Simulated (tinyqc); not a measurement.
## Mobility and doping from two currents

Question. A trap-free film with injecting contacts is fitted, with diffusion neglected, by J = q mu N V/Lf + (9/8) eps0 eps_r mu V^2/Lf^3. Find mu, N and the voltage at which both terms are equal.

Values chosen for this exercise:
```
symbol,value,unit,meaning
eps_r,13,,relative permittivity
Lf,1300,nm,film thickness
```

Constants: q = 1.602176634e-19 C, eps0 = 8.8541878128e-14 F/cm where lengths are in cm. Results are converted to the units shown.

J at 2.9 and 14 V (A/cm^2): 0.029213875  0.32421988

Answer. J/V is a straight line in V: the slope gives mu and the intercept mu N.

mu = 0.002000 cm^2/(V s)
N = 2.700e15 cm^-3
crossover voltage = 5.646 V

Program tinyqc, `OMP_NUM_THREADS=1 python tinyqc.py 2730139 2730140 out.jsonl`; Intel Xeon 2.30GHz, shared host, one thread, about 6 s.
